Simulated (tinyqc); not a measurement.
Input admittance of a MOSFET at zero drain bias: distributed channel and distributed gate: one step of the calculation.

Source and drain grounded, strong inversion, w = 2 pi f, Cox = eps0 eox/tox. The channel is an RC line of resistance 1/(mu Cox Vo) per square fed from both ends, so one finger has the intrinsic admittance y = i w Cox L tanh(g)/g per width, g = (1/2) sqrt(i w tau), tau = L^2/(mu Vo). The vertical resistance rv/L is in series with y, the overlaps 2 i w Cov in parallel: y_t = 1/(1/y + rv/L) + 2 i w Cov. The gate strip is a line of Rsh/L per length loaded by y_t, so a finger has Y = y_t Wf tanh(k)/k, k = (Wf/sd) sqrt(y_t Rsh/L); the device has Nf Y.

Question. Admittance of the channel and stack per width. tau, g, c = Cox L, y and y_t as defined.

Parameters, values chosen for the exercise; values of the order met in silicon radio-frequency transistors:

| symbol | value | unit | meaning |
|---|---|---|---|
| eox | 3.9 |  | relative permittivity of the gate insulator (close to silicon dioxide) |
| tox | 5.5 | nm | insulator thickness |
| L | 0.41 | um | channel length |
| mu | 190 | cm^2/(V s) | channel mobility |
| Vo | 0.75 | V | gate overdrive |
| rv | 0 | ohm um^2 | vertical resistivity of the gate stack |
| Cov | 0.26 | fF/um | overlap and fringe capacitance on each side |
| f | 56 | GHz | frequency |

Constants: eps0 = 8.8541878128e-14 F/cm where lengths are in cm. Results are converted to the units shown.

Give: tau; g; c; y; y_t.

Answer.

tau = 11.796 ps
g = 0.72030+0.72030i
c = 2.5742 fF/um
y = 266.88+795.22i uS/um
y_t = 266.88+978.18i uS/um

w tau = 4.15, and Im y is 0.878 of w c.

Computed by the program tinyqc: `OMP_NUM_THREADS=1 python tinyqc.py 2262198 2262199 out.jsonl`, one thread of a shared Intel Xeon 2.30GHz, about 0.01 s for the whole run.
